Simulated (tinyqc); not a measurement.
Quantum against classical capture: non-radiative capture by multiphonon emission, one effective mode. Computed by tinyqc, a small Python program. Command: `OMP_NUM_THREADS=1 python tinyqc.py 3031169 3031170 out.jsonl capture walk`. One thread of a shared host (Intel(R) Xeon(R) Processor @ 2.30GHz), about 0.01 s of CPU time with the checks.

The initial state (free carrier plus empty centre) lies dE above the final state; both have the same frequency and are displaced by dQ.

Inputs (values chosen for the exercise, with mass, screening and phonons like those of diamond):

| quantity | value | unit |
|---|---|---|
| energy released dE | 1.51 | eV |
| phonon energy hbar omega | 153 | meV |
| Huang-Rhys factor S | 2.64 | - |
| electron-phonon coupling W | 0.02 | eV/(u^(1/2) angstrom) |
| cell volume V | 2320 | angstrom^3 |
| degeneracy g | 1 | - |
| broadening b | 130 | meV |
| carrier mass m | 0.554 | m_0 |
| dielectric constant eps | 5.78 | - |
| temperature T | 77 | K |

Centre: attractive.

Constants: hbar^2/u = 4.18015928e-03 eV angstrom^2; k_B = 8.617333262e-05 eV/K; hbar = 6.582119569e-16 eV s; Ry = 13.605693123 eV.

Method:
- dQ = sqrt(2 S (hbar^2/u)/hbar omega); relaxation energy lambda = S hbar omega; phonons needed P = dE/hbar omega; classical barrier E_b = (dE - lambda)^2/(4 lambda); occupation n = 1/(exp(hbar omega/k_B T) - 1).
- M_p = sum_m w_m <m_i|Q|(m + p)_f>^2 with Q counted from the final minimum and Boltzmann weights w_m for m = 0..24; <m_i|Q|k_f> = sqrt((hbar^2/u)/(2 hbar omega)) [sqrt(k) <m|k-1> + sqrt(k+1) <m|k+1>], with overlaps of oscillators displaced by d = sqrt(2 S) summed on 1500 points from -16 to 16 + d.
- The delta function is a Gaussian of standard deviation b at dE - p hbar omega.
- C_0 = V (2 pi/hbar) g W^2 sum_p M_p Gaussian_p. Here the sum runs over all p.
- Classical (Marcus) form: replace the sum by Q_c^2 exp(-E_b/k_B T)/sqrt(4 pi lambda k_B T), Q_c = dQ (dE + lambda)/(2 lambda).
- Sommerfeld factor of an attractive centre: s(k) = 2 pi nu/(1 - exp(-2 pi nu)), nu = sqrt(Ry*/E), Ry* = Ry m/eps^2, averaged over (2/sqrt(pi)) sqrt(x) exp(-x) dx with x = E/k_B T = t^2 (trapezoid, t to 6 in steps of 0.01).
- The last column is -k_B d ln C_0/d(1/T) from this row and the one above.

dQ = 0.379811 u^(1/2) angstrom

lambda = 0.40392 eV

classical barrier E_b = 0.757212 eV

Against temperature:

| T (K) | C_0, quantum (cm^3/s) | C_0, classical (cm^3/s) | Sommerfeld factor | activation energy (eV) |
|---|---|---|---|---|
| 140 | 2.8355e-11 | 1.5986e-35 | 30.659 | - |
| 270 | 2.8532e-11 | 1.5331e-22 | 22.077 | 1.5624e-04 |
| 440 | 3.0702e-11 | 3.4705e-17 | 17.295 | 4.4145e-03 |
| 710 | 4.1208e-11 | 5.4290e-14 | 13.617 | 2.9343e-02 |
| 1100 | 7.1708e-11 | 3.5100e-12 | 10.945 | 9.5596e-02 |
| 1500 | 1.2130e-10 | 2.5298e-11 | 9.381 | 1.8686e-01 |

What follows from these numbers?

At 140 K the quantum value is 1.8e24 times the classical one: C_0 comes from tunnelling out of the lowest level and hardly depends on T. At 1500 K the ratio is 4.8. The largest apparent activation energy is 0.187 eV against the classical barrier of 0.757 eV, so an Arrhenius fit understates the barrier, through tunnelling and the broadening b at low T and the T^(-1/2) prefactor at high T. The measured coefficient is C = s C_0, and s changes by a factor 0.31 over these rows, so C changes by 1.3 where C_0 changes by 4.3.

Extremes, crossings and ranges named in words are read from the listed rows.
